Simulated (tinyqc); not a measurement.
Size effects in the resistivity of thin metal films and interconnect lines. From resistivity rho back to grain-boundary reflection R. Computed by tinyqc, a small Python program. Command: `OMP_NUM_THREADS=1 python tinyqc.py 3013058 3013059 out.jsonl size inv`. One thread of a shared host (Intel(R) Xeon(R) Processor @ 2.30GHz), about 0.01 s of CPU time with the checks.

Electrons lose their drift at surfaces (a share 1 - p of the hits) and at grain boundaries (reflection R), besides bulk scattering. The line sits in a trench with a non-conducting liner on both walls and the bottom; the spacing equals the drawn width.

Inputs (values chosen for the exercise, modelled on cobalt):

| quantity | value | unit |
|---|---|---|
| bulk resistivity rho_b | 6.25 | microohm cm |
| bulk mean free path lambda | 11.8 | nm |
| specularity p | 0 | - |
| drawn line width w | 10 | nm |
| grain size over metal width | 2 | - |
| aspect ratio (height over width) | 1.5 | - |
| liner thickness t | 1.8 | nm |
| line length | 180 | micrometre |
| permittivity of the dielectric k | 2.4 | - |

Geometry: line.

Constants: eps_0 = 8.8541878128e-12 F/m.

Method:
- Metal width w_m = w - 2t, height h_m = (aspect ratio) w - t, grain size D = (ratio) w_m.
- Mayadas-Shatzkes: alpha = (lambda/D) R/(1 - R); rho_b/rho = 1 - 3 alpha/2 + 3 alpha^2 - 3 alpha^3 ln(1 + 1/alpha).
- Fuchs-Sondheimer film: rho_b/rho = 1 - (3/(2 kappa))(1 - p) int_0^1 (s - s^3)(1 - exp(-kappa/s))/(1 - p exp(-kappa/s)) ds, f = rho/rho_b, kappa = thickness/lambda, 80 Gauss-Legendre points.
- Line: the excess of a film of thickness w_m and of a film of thickness h_m are added, rho/rho_b = 1 + (f(w_m) - 1) + (f(h_m) - 1), an estimate that holds best when both sides exceed lambda.
- Total: rho = rho_b [1 + surface excess + grain excess]; resistance per length rho/(w_m h_m); capacitance per length C = 2 k eps_0 (aspect ratio + 1/2), a parallel-plate estimate for two neighbours plus a fixed term for the planes above and below; delay 0.38 R C L^2; effective resistivity per drawn area.

Problem. A run gave the result below. Find the grain-boundary reflection R, known to lie between 0.083 and 0.22.

resistivity rho = 15.54294 microohm cm

Solution.

Each step takes the trial c = (a f_b - b f_a)/(f_b - f_a), f being the result less the target and a, b, c the logarithms of the listed values; c replaces end b, the old b replaces a if the sign of f changed, and otherwise f_a is halved.

Scan of the range:

| grain-boundary reflection R | resistivity rho (microohm cm) |
|---|---|
| 0.0830 | 14.8850 |
| 0.0976 | 15.0306 |
| 0.1150 | 15.2095 |
| 0.1350 | 15.4229 |
| 0.1590 | 15.6909 |
| 0.1870 | 16.0215 |
| 0.2200 | 16.4391 |

False position (Illinois rule, in the logarithm of the input) inside the bracket:

| step | end a | end b | trial | resistivity rho (microohm cm) |
|---|---|---|---|---|
| 1 | 0.135000 | 0.159000 | 0.145267 | 15.5359 |
| 2 | 0.159000 | 0.145267 | 0.145865 | 15.5425 |
| 3 | 0.159000 | 0.145865 | 0.145932 | 15.5433 |
| 4 | 0.145865 | 0.145932 | 0.145900 | 15.5429 |
| 5 | 0.145932 | 0.145900 | 0.145900 | 15.5429 |

Resistivity rho rises at every point of a 13-point scan of the range (every second point is shown), so one value fits; it is bracketed by 0.135 and 0.159. Answer: grain-boundary reflection R = 0.1459.
